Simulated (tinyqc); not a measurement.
Solubility, supersaturation, precipitation and gettering of an impurity in a silicon-like host: one step, computed by the program tinyqc.

The wafer was saturated at T1 and is then held at T.

Task: Growing precipitates. Growing sinks: with y = r/r_f and y0 = r0/r_f, dy/dt = (1 - y^3)/(3 tau_f y), which integrates to t/tau_f = F(y) - F(y0), F(y) = (1/2) ln[(1 + y + y^2)/(1 - y)^2] - sqrt(3) arctan[(2y + 1)/sqrt(3)]; the share of the excess left is (1 - y^3)/(1 - y0^3), and C(t) = C_eq + (C0 - C_eq) x share.

Inputs (values chosen for the exercise, modelled on gold in silicon): temperature of saturation T1 = 1375 K; anneal temperature T = 934 K; initial sink radius r0 = 4.4 nm; anneal time t = 2100 s.

final radius r_f = 21.53493 nm

tau_f = 11839.05 s

C_eq(T) = 2.867229e+13 1/cm^3

C0 = 6.274067e+16 1/cm^3

Give: radius at t; share of the excess left; C(t) with growing sinks.

Result:

radius at t = 8.509 nm

share of the excess left = 0.9464

C(t) with growing sinks = 5.938e+16 1/cm^3

5.4 % of the excess has precipitated. Caution: the barrier to homogeneous nucleation is below 35 k_B T for these inputs, so new precipitates would form and outnumber the fixed sinks assumed here.
